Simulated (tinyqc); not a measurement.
Resonant-tunnelling diode, transfer matrices and Tsu-Esaki current: one step of the calculation.

Emitter (band edge 0), barrier d1, well Lw, barrier d2, collector (edge -V). The bias drops linearly over these layers and none in the contacts; each layer is cut into ns equal slices, flat at the value of their centres. E is the energy of motion across the layers, C = hbar^2/(2 m0), psi and psi'/m are continuous. Transport is coherent, T(E) is taken as independent of the transverse momentum, and charge in the well is ignored.

Problem. Slices under bias. U = edge of the layer - V x/Lt at the centre x of each slice, Lt the summed thickness.

Parameters, values chosen for the exercise; masses and offsets close to those of InGaAs wells and InP barriers:
```
symbol  value  unit                                meaning
mw       0.04    m0  mass in the well, spacer and contacts
U1       0.24    eV                         barrier height
m1      0.079    m0                           barrier mass
d1          2    nm                        emitter barrier
Lw        6.6    nm                             well width
d2          2    nm                      collector barrier
ns          2                         slices in each layer
V       0.036     V                  bias of the collector
```

Wanted: U; m; width.

Solution.

U, slice 0 to 5 (eV): [0.2383, 0.2349, -0.0124, -0.0236, 0.2091, 0.2057]
m, slice 0 to 5 (m0): [0.079, 0.079, 0.04, 0.04, 0.079, 0.079]
width, slice 0 to 5 (nm): [1.000, 1.000, 3.300, 3.300, 1.000, 1.000]

Numbers from tinyqc (`OMP_NUM_THREADS=1 python tinyqc.py 2600123 2600124 out.jsonl`; about 0.2 s on one thread of a shared Intel Xeon 2.30GHz).
